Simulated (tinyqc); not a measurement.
Hubbard chain of 6 sites, step by step. Computed by tinyqc, a small Python program that keeps every step. Settings: hopping = 0.64, U = 1.2, mixing = 0.5, iteration cap = 68. Command: `OMP_NUM_THREADS=1 python tinyqc.py 28168 28169 out.jsonl` (the two numbers bound the seeds that draw the settings). One thread of a shared host (Intel(R) Xeon(R) Processor @ 2.60GHz), about 0.2 s of CPU time with the checks. Later iterations appear only in the table of the cycle.

## Mean-field iteration 1

one-body matrix (hopping and site energies) (eV), lower triangle:
```
,1,2,3,4,5,6
1,-0.6200
2,-0.6400,-0.3600
3,0.0000,-0.6400,-0.3400
4,0.0000,0.0000,-0.6400,-0.5900
5,0.0000,0.0000,0.0000,-0.6400,-0.8600
6,0.0000,0.0000,0.0000,0.0000,-0.6400,0.8700
```

U = 1.2000 eV

electrons, up and down: 1  1

mixing = 0.5000

n(up) at the start (a guess, not normalised): 1 0.4670, 2 0.0000, 3 0.4670, 4 0.0000, 5 0.4670, 6 0.0000

n(down) at the start (a guess): 1 0.0000, 2 0.4670, 3 0.0000, 4 0.4670, 5 0.0000, 6 0.4670

H(up) = T + U n(down), H(down) = T + U n(up); fill the lowest levels; n(new) = n + mixing (n(out) - n); E = tr T (rho up + rho down) + U sum n_up n_down of the output.

levels, up (eV): -1.4587  -1.1071  -0.6158  0.3827  0.9622  1.6179

levels, down (eV): -1.4094  -0.9934  -0.2471  0.2759  0.9370  1.2182

energy = -2.9721 eV

n(up) after iteration 1: 1 0.2483, 2 0.0254, 3 0.3184, 4 0.1226, 5 0.4740, 6 0.0118

n(down) after iteration 1: 1 0.0133, 2 0.2928, 3 0.0805, 4 0.4631, 5 0.1087, 6 0.2421

## Mean-field iteration 2

As before.

levels, up (eV): -1.4073  -1.1163  -0.5571  0.3247  0.9028  1.3939

levels, down (eV): -1.3879  -1.0321  -0.3157  0.1910  0.8546  1.2307

energy = -3.0397 eV

n(up) after iteration 2: 1 0.1570, 2 0.0645, 3 0.2590, 4 0.1817, 5 0.4207, 6 0.0173

n(down) after iteration 2: 1 0.0409, 2 0.2413, 3 0.1456, 4 0.4055, 5 0.1392, 6 0.1278

## Convergence

Each step fills the lowest levels of T + U n(other spin) and sets n(new) = n + mixing (n(out) - n); stop when output and input agree to 1e-8.

Course of the cycle:
```
iteration,E (eV),largest |n(out) - n(in)|,mean |n_up - n_down|
1,-2.972143,4.50e-01,0.0939
2,-3.039707,2.29e-01,0.0690
3,-3.053407,1.14e-01,0.0656
4,-3.059252,7.02e-02,0.0654
5,-3.062245,5.22e-02,0.0735
6,-3.064137,4.00e-02,0.0856
7,-3.065598,3.21e-02,0.0976
8,-3.066876,2.69e-02,0.1094
9,-3.068044,2.32e-02,0.1209
10,-3.069098,2.05e-02,0.1316
11,-3.070014,1.82e-02,0.1415
...,...,...,...
58,-3.072813,4.64e-07,0.1919
59,-3.072813,3.62e-07,0.1919
60,-3.072813,2.82e-07,0.1919
61,-3.072813,2.20e-07,0.1919
62,-3.072813,1.72e-07,0.1919
63,-3.072813,1.34e-07,0.1919
64,-3.072813,1.04e-07,0.1919
65,-3.072813,8.14e-08,0.1919
66,-3.072813,6.35e-08,0.1919
67,-3.072813,4.95e-08,0.1919
68,-3.072813,3.86e-08,0.1919
```

Not converged within 68 iterations: the residual falls steadily but slowly, by a factor of about 0.78 a step. The lowest mean-field energy found from random starts is -3.07281 eV. Reruns (cap 100 unless said): mixing 0.2: not converged; mixing 0.9: converged in 42 (E = -3.07281); the original settings with a cap of 400: converged in 74 (E = -3.07281).

## Exact diagonalisation (36 states)

Lowest levels of the sector, and the double occupancy of the lowest state.

lowest levels (eV): -3.1505  -2.9592  -2.7198  -2.3555  -2.3407  -2.0385

double occupancy per site = 0.0154

## The lowest level by Lanczos steps

From a random start vector (not printed): a_j = <q_j|H|q_j>, b_j = norm of the remainder after orthogonalising; the Ritz value is the lowest eigenvalue of the tridiagonal matrix of a and b so far.

Lanczos:
```
j,a_j (eV),b_j (eV),lowest Ritz value (eV)
1,-1.0109,1.8059,-1.010851
2,-0.4437,1.4943,-2.555351
3,-0.7905,1.0074,-3.041652
4,0.2840,1.8043,-3.106843
5,0.8284,1.8210,-3.129645
6,0.0286,1.0992,-3.141828
7,-0.8055,1.4611,-3.145795
8,-0.3975,1.1153,-3.148860
9,0.1031,1.0504,-3.149852
10,-0.5845,1.4497,-3.150062
```
